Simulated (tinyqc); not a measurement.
Inside a calculation. Model: Schottky barrier on an n-type semiconductor, non-linear Poisson equation by Newton steps.

Computed by the program tinyqc: `OMP_NUM_THREADS=1 python tinyqc.py 2020108 2020109 out.jsonl`, one thread of a shared Intel Xeon 2.30GHz, about 0.07 s for the whole run. Printed values are rounded.

One dimension, metal at x = 0, donor density C(x) = Nd, uniform. Energies are counted from the electron Fermi level of the semiconductor and the conduction-band edge is Ec = -psi, so n = Nc exp(psi/Vt); holes follow the Fermi level of the metal, at -V, so p = Nv exp((V - psi - Eg)/Vt). Ends: psi(0) = V - phiB and psi = Vt ln(Nd/Nc) deep inside. Boltzmann statistics, full ionisation, no current, no image force in the Poisson equation.

Inputs (values chosen for the exercise); band and dielectric values close to those of In0.53Ga0.47As:

| symbol | value | unit | meaning |
|---|---|---|---|
| T | 250 | K | temperature |
| Eg | 0.725 | eV | band gap |
| eps_r | 13.8 |  | relative permittivity |
| Nc | 1.61e17 | cm^-3 | conduction-band density of states at T |
| Nv | 5.97e18 | cm^-3 | valence-band density of states at T |
| Nd | 5.5e15 | cm^-3 | donor density deep in the semiconductor |
| phiB | 0.42 | eV | barrier height |
| V | -2.6 | V | bias of the metal against the semiconductor |

Constants: q = 1.602176634e-19 C, kB = 1.380649e-23 J/K, Vt = kB T/q, eps0 = 8.8541878128e-14 F/cm where lengths are in cm. Results are converted to the units shown.

## End potentials, built-in voltage, Debye length

psi_0 = V - phiB, psi_b = Vt ln(Nd/Nc), Vbi = phiB - Vt ln(Nc/Nd), LD = sqrt(eps0 eps_r Vt/(q Nd)), W = sqrt(2 eps0 eps_r (Vbi - V)/(q Nd)), hole density at the metal p_0 = Nv exp((phiB - Eg)/Vt).

psi_0 = -3.02 V
psi_b = -0.0727444 V
Vbi = 0.347256 V
LD = 54.6555 nm
W for uniform Nd = 904.068 nm
p_0 = 4.24077e12 cm^-3

The hole density at the metal is 7.7e-4 times Nd, so holes hardly matter.

## Doping on the mesh

x, node 0 to 9 (nm): 0  96  209  343  500  686  906  1160  1470  1830

C = Nd, uniform, taken at the nodes.

donor density C, node 0 to 9 (cm^-3): 5.5e15  5.5e15  5.5e15  5.5e15  5.5e15  5.5e15  5.5e15  5.5e15  5.5e15  5.5e15

## Couplings between neighbouring nodes

a_i = eps0 eps_r/h_i for the interval from node i to i + 1, with h_i = x_(i+1) - x_i in cm.

coupling a_i, interval 0 to 8 (F/cm^2): 1.27279e-7  1.08131e-7  9.11849e-8  7.78266e-8  6.56924e-8  5.55399e-8  4.81054e-8  3.94154e-8  3.39411e-8

## Starting potential

A straight line in x from psi_0 = V - phiB to psi_b = Vt ln(Nd/Nc).

psi at the start, node 0 to 9 (V): -3.02000  -2.86539  -2.68340  -2.46759  -2.21474  -1.91518  -1.56087  -1.15179  -0.65253  -0.07274

## Iteration 1: densities, residual and Jacobian diagonal

n_i = Nc exp(psi_i/Vt), p_i = Nv exp((V - psi_i - Eg)/Vt), rho_i = p_i - n_i + C_i, g_i = (n_i + p_i)/Vt. Box widths w_i = (h_(i-1) + h_i)/2 in cm. Residual F_i = a_i (psi_(i+1) - psi_i) - a_(i-1) (psi_i - psi_(i-1)) + q rho_i w_i; Jacobian: a_(i-1) and a_i beside the diagonal, b_i = -a_(i-1) - a_i - q g_i w_i on it. The two end nodes are fixed.

```
node    n (cm^-3)    p (cm^-3)
0     2.11985e-44   4.24077e12
1     2.77401e-41    3.24072e9
2     1.29373e-37    6.94872e5
3     2.89990e-33      31.0004
4     3.62789e-28   2.47797e-4
5     3.96698e-22  2.26616e-10
6     5.50977e-15  1.63161e-17
7      9.72020e-7  9.24859e-26
8         11281.1  7.96891e-36
9          5.5e15  1.63451e-47
```

```
node  residual F (C/cm^2)  diagonal b (F/cm^2)
1              9.20852e-9          -2.35410e-7
2              1.08828e-8          -1.99316e-7
3              1.28214e-8          -1.69012e-7
4              1.51125e-8          -1.43519e-7
5              1.78883e-8          -1.21232e-7
6              2.08844e-8          -1.03645e-7
7              2.48498e-8          -8.75208e-8
8              2.95201e-8          -7.33565e-8
```

## Iteration 1: Newton step

Solve the tridiagonal system a_(i-1) d_(i-1) + b_i d_i + a_i d_(i+1) = -F_i for nodes 1 to 8, with d = 0 on fixed nodes. Each component d is damped to sign(d) Vt ln(1 + |d|/Vt) before it is added.

Newton step d, before damping, node 1 to 8 (V): 0.60025  1.22164  1.83916  2.39793  2.82986  3.01867  2.80252  1.90825
psi after iteration 1, node 0 to 9 (V): -3.02000  -2.79295  -2.59603  -2.37154  -2.11303  -1.80993  -1.45424  -1.04675  -0.55569  -0.07274

## Iteration 2: densities, residual and Jacobian diagonal

As before.

```
node    n (cm^-3)    p (cm^-3)
0     2.11985e-44   4.24077e12
1     8.00653e-40    1.12281e8
2     7.46567e-36      12041.5
3     2.50465e-31     0.358924
4     4.07439e-26   2.20642e-6
5     5.25057e-20  1.71216e-12
6     7.77543e-13  1.15618e-19
7      1.27419e-4  7.05528e-28
8       1.01053e6  8.89613e-38
9          5.5e15  1.63451e-47
```

```
node  residual F (C/cm^2)  diagonal b (F/cm^2)
1              1.60228e-9          -2.35410e-7
2              1.00611e-8          -1.99316e-7
3              1.24695e-8          -1.69012e-7
4              1.49047e-8          -1.43519e-7
5              1.77325e-8          -1.21232e-7
6              2.07312e-8          -1.03645e-7
7              2.46029e-8          -8.75208e-8
8              2.65566e-8          -7.33565e-8
```

## Iteration 2: Newton step

As before.

Newton step d, before damping, node 1 to 8 (V): 0.52781  1.13428  1.74311  2.29622  2.72461  2.91204  2.69747  1.81141
psi after iteration 2, node 0 to 9 (V): -3.02000  -2.72318  -2.51024  -2.27662  -2.01224  -1.70549  -1.34837  -0.94253  -0.45996  -0.07274

## Course of the Newton iteration

Stop when the largest undamped |d| is below 1e-9 V, or after 80 iterations.

Course of the iteration:
```
iteration  largest |F| (C/cm^2)  largest |d| (V)  at node
1                       2.95e-8             3.02        6
2                       2.66e-8             2.91        6
3                       2.43e-8             2.81        6
4                       2.41e-8             2.70        6
5                       2.38e-8             2.59        6
6                       2.37e-8             2.33        6
7                       2.82e-8             1.62        5
8                       3.99e-8             1.51        5
9                       3.86e-8             1.41        5
...                         ...              ...      ...
19                      9.50e-9            0.124        5
20                      6.79e-9           0.0828        5
21                      4.36e-9           0.0488        5
22                      2.32e-9           0.0233        5
23                     8.36e-10          7.48e-3        5
24                     1.27e-10          1.06e-3        5
25                     3.05e-12          2.51e-5        5
26                     1.77e-15          1.45e-8        5
27                      < 1e-20          < 1e-12        5
```

Converged in 27 iterations. Once the step is below 0.1 Vt, 3 more iteration(s) reach the threshold: near the solution the error is roughly squared each time.

## Converged densities, field and barrier lowering

converged psi, node 0 to 9 (V): -3.02000  -2.42857  -1.81757  -1.21238  -0.66804  -0.25322  -0.08457  -0.07321  -0.07276  -0.07274

n and p as above; E_i = -(psi_(i+1) - psi_i)/h_i; at the metal |E_0| = |E on interval 0| + q rho_0 (h_0/2)/(eps0 eps_r), rho_0 = p_0 - n_0 + C_0; image-force lowering dphi = sqrt(q |E_0|/(4 pi eps0 eps_r)).

```
node    n (cm^-3)    p (cm^-3)
0     2.11985e-44   4.24077e12
1     1.77400e-32      5.06753
2     3.68245e-20  2.44126e-12
3      5.83975e-8  1.53942e-24
4         5490.92  1.63721e-35
5      1.26531e12  7.10481e-44
6      3.17711e15  2.82955e-47
7      5.38299e15  1.67004e-47
8      5.49677e15  1.63547e-47
9          5.5e15  1.63451e-47
```

field E, interval 0 to 8 (kV/cm): -61.6070  -54.0706  -45.1640  -34.6708  -22.3025  -7.6659  -0.4472  -0.0145  -0.0004
|E_0| at the metal = 65.0713 kV/cm
image-force lowering = 26.0574 mV

A mesh of about 1000 nodes or more gives |E_0| = 64.96 kV/cm; the 10-node value is 0.17 % above it.

## Check against the first integral

First integral for uniform doping: E_0^2 = (2 q/(eps0 eps_r)) [Nd (U - Vt + Vt exp(-U/Vt)) + Vt p_0], U = Vbi - V, Vbi = phiB - Vt ln(Nc/Nd), p_0 = Nv exp((phiB - Eg)/Vt) (deep holes neglected). Image-force lowering dphi = sqrt(q E_0/(4 pi eps0 eps_r)), at x_m = sqrt(q/(16 pi eps0 eps_r E_0)). Depletion approximation: E = sqrt(2 q Nd U/(eps0 eps_r)).

E_0 = 64.9613 kV/cm
dphi = 26.0354 mV
x_m = 2.00391 nm
field in the depletion approximation = 65.1998 kV/cm

The depletion approximation is 0.37 % above the exact field. The lowering is 1.2 Vt, a factor of 3.35 in a thermionic current.
